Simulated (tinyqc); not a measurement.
## Choice of the length

One arm driven from 0 to V: phase 2 pi dneff L/lam; biased at quadrature the output swings between [1 -+ sin(phase/2)]/2; extinction ratio in dB; insertion loss = loss x L. The modulation amplitude is sin(phase/2) 10^(-insertion loss/10), as a share of the input power.

Inputs (values chosen for the exercise): wavelength lam = 1530 nm.

dneff = 0.0002252
loss = 13.3 dB/cm

Result of one run:

| L (mm) | phase (pi) | extinction (dB) | insertion loss (dB) | amplitude |
|---|---|---|---|---|
| 0.4 | 0.1178 | 1.616 | 0.5320 | 0.1627 |

What becomes of these results when the length of the phase shifter L is changed from 0.4 to 0.98 mm, all else the same?

Result of the changed run:

| L (mm) | phase (pi) | extinction (dB) | insertion loss (dB) | amplitude |
|---|---|---|---|---|
| 0.98 | 0.2885 | 4.078 | 1.303 | 0.3243 |

The whole series:

| L (mm) | phase (pi) | extinction (dB) | insertion loss (dB) | amplitude |
|---|---|---|---|---|
| 0.3 | 0.08831 | 1.209 | 0.3990 | 0.1261 |
| 0.4 | 0.1178 | 1.616 | 0.5320 | 0.1627 |
| 0.54 | 0.1590 | 2.192 | 0.7182 | 0.2094 |
| 0.73 | 0.2149 | 2.989 | 0.9709 | 0.2648 |
| 0.98 | 0.2885 | 4.078 | 1.303 | 0.3243 |
| 1.3 | 0.3827 | 5.568 | 1.729 | 0.3798 |
| 1.8 | 0.5299 | 8.246 | 2.394 | 0.4261 |
| 2.4 | 0.7065 | 12.59 | 3.192 | 0.4295 |
| 3.2 | 0.9420 | 26.83 | 4.256 | 0.3738 |

The amplitude goes from 0.126 through a maximum of 0.429 (at L = 2.4 mm among the rows listed) to 0.374, while the extinction ratio rises from 1.21 to 26.8 dB. The phase grows linearly with length while the transmitted power falls exponentially, hence the maximum. Beyond a few millimetres electrode loss and velocity mismatch, left out here, limit the speed.

Computed by the program tinyqc: `OMP_NUM_THREADS=1 python tinyqc.py 2650033 2650034 out.jsonl`, one thread of a shared Intel Xeon 2.30GHz, about 0.01 s for the whole run.
